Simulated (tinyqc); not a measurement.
Joule-heated wire on a substrate, fin equation: effect of the cross-section.

A wire of length L loses heat along itself to two contacts and sideways to the substrate: kap A theta'' - g theta + p = 0 with theta = T - T0 and p = p0. The ends are held at T0. Constant conductivity, diffusive heat flow.

The equation is solved on 800 equal steps and the peak is the largest node value. LH = sqrt(kap A/g); the share is the integral of g theta over that of p.

Parameters, values chosen for the exercise:
- kap = 150 W/(m K) (conductivity along the wire)
- g = 1.7 W/(m K) (conductance per length to the substrate)
- L = 710 nm (length between the contacts)
- Rc = 0 K/uW (thermal resistance of each contact)
- p0 = 0.047 uW/nm (heating per length)

Result of one run:
```
LH (nm)   L/LH  peak theta (K)  peak/(p0/g)  share to the substrate (%)
351.5    2.020           9.867       0.3569                       24.18
```

Which cross-section A gave this result: 45, 90, 360, 720 or 1400 nm^2?

A = 1400 nm^2.

The whole series:
```
A (nm^2)  LH (nm)   L/LH  peak theta (K)  peak/(p0/g)  share to the substrate (%)
22          44.06  16.11           27.63       0.9994                       87.59
45          63.01  11.27           27.45       0.9928                       82.25
90          89.11  7.967           26.62       0.9628                       74.91
180         126.0  5.634           24.35       0.8808                       64.75
360         178.2  3.984           20.24       0.7321                       51.63
720         252.1  2.817           14.89       0.5385                       37.01
1400        351.5  2.020           9.867       0.3569                       24.18
```

As A goes from 22 to 1400 nm^2, the peak theta falls from 27.6 to 9.87 K and the share of heat to the substrate falls from 87.6 to 24.2 %; L/LH goes from 16 to 2.0. Where L/LH is smallest the peak reaches 0.36 of p0/g, where it is largest 1.0: contacts cool the wire only within a few healing lengths.

Numbers from tinyqc (`OMP_NUM_THREADS=1 python tinyqc.py 2520065 2520066 out.jsonl`; about 0.01 s on one thread of a shared Intel Xeon 2.30GHz).
